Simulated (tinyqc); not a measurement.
Inductance and parasitic capacitance from two readings.

Problem. A loss-free coil L in parallel with C shows the apparent inductance L/(1 - w^2 L C), w = 2 pi f. Find L, C and the self-resonance 1/(2 pi sqrt(L C)).

apparent inductance at 5.9 and 12 GHz (nH): [0.94907954, 1.7256817]

Solution. The inverse of the reading is 1/L - w^2 C, a straight line in w^2.

L = 0.8300 nH
C = 110.0 fF
self-resonance = 16.66 GHz

tinyqc, about 0.01 s, one thread, Intel Xeon 2.30GHz (shared host): `OMP_NUM_THREADS=1 python tinyqc.py 2302199 2302200 out.jsonl`
